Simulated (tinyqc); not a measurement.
The decay curve: photoconductance decay in a wafer: bulk and surface recombination modes, and iron detection by pair splitting. Computed by tinyqc, a small Python program. Command: `OMP_NUM_THREADS=1 python tinyqc.py 3112419 3112420 out.jsonl pcd walk`. One thread of a shared host (Intel(R) Xeon(R) Processor @ 2.30GHz), about 0.01 s of CPU time with the checks.

Both faces of the wafer have the same S; injection is low and all coefficients are constant. x runs from -W/2 to W/2.

Inputs (values chosen for the exercise, modelled on p-type silicon):
```
quantity                          value         unit
thickness W                         200   micrometre
diffusivity D                      22.8       cm^2/s
bulk lifetime tau_b without iron     20  microsecond
surface recombination velocity S  26000         cm/s
absorption coefficient alpha       1700         1/cm
```

Method:
- Even modes cos(a x) obey b tan b = S W/(2 D) with b = a W/2, odd modes sin(a x) obey -b cot b = S W/(2 D); each decays at the rate 1/tau_b + D a^2.
- tau_eff is the decay time of the first mode. The surface time is 1/(D a^2) of that mode; shortcuts for it are W/(2 S), W^2/(pi^2 D) and their sum, whose error is sum/surface time - 1.
- Light from one face makes n(x, 0) proportional to exp(-alpha (x + W/2)). Only even modes carry the thickness average: weight c_n = [sin b/b] int n cos(a x) dx / (int cos^2(a x) dx x mean n), with int exp(-alpha (x + W/2)) cos(a x) dx = [alpha cos b (1 - E) + a sin b (1 + E)]/(alpha^2 + a^2), E = exp(-alpha W), and int cos^2 = W/2 + sin(2 b)/(2 a).
- Mean density = sum_n c_n exp(-t/tau_n) over 60 modes; the local decay time is -1/(d ln n/dt).

W^2/(pi^2 D) = 1.77756 microsecond

tau_eff = 1.90143 microsecond

Decay:
```
t / (W^2/(pi^2 D))  t (microsecond)  mean density/start  local decay time (microsecond)
0.02                         0.0356             0.63067                          0.1349
0.05                         0.0889             0.47479                          0.2506
0.10                         0.1778             0.36352                          0.4295
0.20                         0.3555             0.26819                          0.7692
0.50                         0.8888             0.16980                          1.5857
1.00                         1.7776             0.10359                          1.8887
2.00                         3.5551             0.04064                          1.9014
```

The local decay time goes from 0.135 to 1.90 microsecond against tau_eff = 1.90. Early on higher modes speed the decay, so a fit must start late.
